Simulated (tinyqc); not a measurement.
# Worked calculation: AlGaN/GaN HEMT with access regions, lumped model

Numbers from tinyqc (`OMP_NUM_THREADS=1 python tinyqc.py 2570029 2570030 out.jsonl`; about 0.02 s on one thread of a shared Intel Xeon 2.30GHz). Printed values are rounded.

A polarisation-induced electron sheet under a Schottky gate, in series with two ungated access regions and contacts. Drift law v = mu E/(1 + mu E/vs) under the gate. Currents in mA/mm, resistances in ohm mm. No self-heating, no channel-length modulation; fits for polarisation, barrier and offset are chosen for the exercise.

Inputs (values chosen for the exercise); values close to those of AlGaN/GaN structures: aluminium share of the barrier x = 0.3; barrier thickness d = 25 nm; relative permittivity of barrier and channel eps_r = 9.4; channel mobility mu = 1100 cm^2/(V s); saturation velocity vs = 1.6e7 cm/s; gate length Lg = 1 um; source access length Ls = 0.5 um; drain access length Ld = 16 um; resistance of each contact Rc = 0.52 ohm mm; share of the drain-access electrons removed by traps ft = 0; gate voltage Vg = -1 V; drain voltage Vd = 2 V; critical field Ec = 3.3 MV/cm; depth over which the depleted charge spreads te = 0.22 um; insulator under the field plate tf = 300 nm; relative permittivity of that insulator ei = 7.5.

Constants: q = 1.602176634e-19 C, eps0 = 8.8541878128e-14 F/cm where lengths are in cm. Results are converted to the units shown.

## Polarisation charge, threshold and sheet resistance

sigma = (5e13 x + 1.6e13 x^2) cm^-2, phiB = 0.84 + 1.3 x, dEc = 0.7 (1.71 x + x^2) in volts, Cb = eps0 eps_r/d, VT = phiB - dEc - q sigma/Cb, access density n0 = -Cb VT/q. Rsh = 1/(q mu n0); largest access current q n0 vs.

sigma = 1.644e13 cm^-2
Cb = 0.3329175 uF/cm^2
VT = -7.103906 V
n0 = 1.476126e13 cm^-2
Rsh = 384.3913 ohm
q n0 vs = 3784.023 mA/mm

## Iteration 1: drain current

I at the start = 200 mA/mm

Access resistance R(L, n) = L/(q mu n sqrt(1 - (I/(q n vs))^2)); Rs = Rc + R(Ls, n0), Rd = Rc + R(Ld, (1 - ft) n0). Vg' = Vg - I Rs, Vd' = Vd - I (Rs + Rd); with u = Vg' - VT, Vc = vs Lg/mu and w the smaller of Vd' and Vc [sqrt(1 + 2 u/Vc) - 1] (0 if negative), the channel gives (mu Cb/Lg)(u w - w^2/2)/(1 + w/Vc). I(new) is that channel current.

Rs = 0.7124647 ohm mm
Rd = 6.678869 ohm mm
Vg' = -1.142493 V
Vd' = 0.5217333 V
channel current = 801.6289 mA/mm
I after iteration 1 = 801.6289 mA/mm

## Iteration 2: drain current

As before.

Rs = 0.7166592 ohm mm
Rd = 6.813094 ohm mm
Vg' = -1.574495 V
Vd' = -4.036068 V
channel current = 0 mA/mm
I after iteration 2 = 0 mA/mm

## Course of the iteration: drain current

Stop when I changes by less than 1e-6 mA/mm, or after 60 iterations. I must stay below q (1 - ft) n0 vs.

Course of the iteration:
```
iteration  I (mA/mm)  |change| (mA/mm)
1           801.6289               602
2                  0               802
3           1573.977              1570
4                  0              1570
5           1573.977              1570
6                  0              1570
7           1573.977              1570
8                  0              1570
9           1573.977              1570
...              ...               ...
52                 0              1570
53          1573.977              1570
54                 0              1570
55          1573.977              1570
56                 0              1570
57          1573.977              1570
58                 0              1570
59          1573.977              1570
60                 0              1570
```

Not converged within 60 iterations. The value swings between 0 and 1574 for good. At the solution, 253.0 mA/mm, the slope of the channel current against I is -13.3, beyond -1, so plain substitution overshoots. A rerun with the update damped to 0.1 converges in 22 iterations.

## On-resistance and breakdown

sigma = (5e13 x + 1.6e13 x^2) cm^-2, phiB = 0.84 + 1.3 x, dEc = 0.7 (1.71 x + x^2) in volts, Cb = eps0 eps_r/d, VT = phiB - dEc - q sigma/Cb, access density n0 = -Cb VT/q. Ron = 2 Rc + Ls/(q mu n0) + Ld/(q mu (1 - ft) n0) + Lg/(mu Cb (Vg - VT)). Off state: a depleted stretch that holds the voltage V has the peak field sqrt(k V), k = 2 q n0/(eps0 eps_r te), so one edge holds V1 = Ec^2/k. The sheet under the plate pinches off at Vf = q n0 (1/Cb + tf/(eps0 ei)); beyond it the gate edge is screened. BV = V1 if Vf >= V1, else Vf + V1, and at most Ec Ld. Specific resistance Ron (Ls + Lg + Ld); figure of merit BV^2 over it.

Ron = 7.829822 ohm mm
Vf = 113.9467 V
V1 = 42.15639 V
BV = 42.15639 V
specific resistance = 1.370219 mohm cm^2
figure of merit = 1.296990 MW/cm^2

The plate pinches off too late to screen the gate edge, so it adds nothing.
